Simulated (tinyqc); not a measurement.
Floating body of a partially depleted SOI transistor: body voltage and kink: one step of the calculation.

Source at 0 V. Channel current Ic = 2 nf K Vt^2 [F(0) - F(Vd)](1 + la Vd), F(V) = ln^2(1 + exp((Vg - VT - nf V)/(2 nf Vt))), VT = VT0 - gb Vb. Saturation voltage Vs = 2 Vt sqrt(F(0)) + 3 Vt, excess Ve = (Vd - Vs + sqrt((Vd - Vs)^2 + 0.0004 V^2))/2, multiplication M1 = Ai Ve exp(-Bl/Ve). Each junction passes D(v) = J1 (exp(v/Vt) - 1) + J2 (exp(v/(2 Vt)) - 1). Bipolar current Ib = bb J1 (exp(Vb/Vt) - 1). The body settles where M1 (Ic + Ib) = D(Vb) + D(Vb - Vd) + Vb/Rb; drain current Id = (1 + M1)(Ic + Ib) - D(Vb - Vd).

Task. New Vb. Current into the body I_in = M1 (Ic + Ib) - D(Vb - Vd), current out I_out = D(Vb) + Vb/Rb; f = ln(I_in/I_out), s = df/dVb by central differences over 1e-5 V, Vb(new) = Vb - f/s.

Inputs (values chosen for the exercise); values of the order met in partially depleted silicon-on-insulator transistors:
```
symbol,value,unit,meaning
T,330,K,temperature
VT0,0.35,V,threshold at zero body voltage
gb,0.27,,fall of the threshold per volt of body voltage
nf,1.5,,slope factor
K,100,uA/(V^2 um),gain factor per width
la,0.09,1/V,channel-length modulation factor
Ai,3.59,1/V,impact-ionisation prefactor
Bl,6.9,V,impact-ionisation voltage
J1,1.9e-11,uA/um,diffusion saturation current of each junction
J2,2.5e-8,uA/um,recombination saturation current of each junction
bb,3,,gain of the lateral bipolar transistor on the diffusion current
Rb,1e9,kohm um,"resistance of a weak body tie to the source (1e9 stands for no tie, and the term is then dropped)"
Vg,0.29,V,gate voltage
Vd,1.6,V,drain voltage
```

Constants: q = 1.602176634e-19 C, kB = 1.380649e-23 J/K, Vt = kB T/q. Results are converted to the units shown.

Vb after iteration 1 = 0.45565404 V

Wanted: Ic; Ve; M1; I_in; I_out; f; s; Vb after iteration 2.

Result.

Ic = 0.35393 uA/um
Ve = 1.4505 V
M1 = 0.044744
I_in = 0.015859 uA/um
I_out = 2.4816e-4 uA/um
f = 4.1574
s = -26.471 1/V
Vb after iteration 2 = 0.61271 V

Range of the model: The multiplication law is an empirical form chosen for the exercise; self-heating and capacitive coupling to the body are left out, and the linear laws are rough once Vb passes about 0.7 V or M1 about 0.1.

Computed by the program tinyqc: `OMP_NUM_THREADS=1 python tinyqc.py 2182180 2182181 out.jsonl`, one thread of a shared Intel Xeon 2.30GHz, about 0.2 s for the whole run.
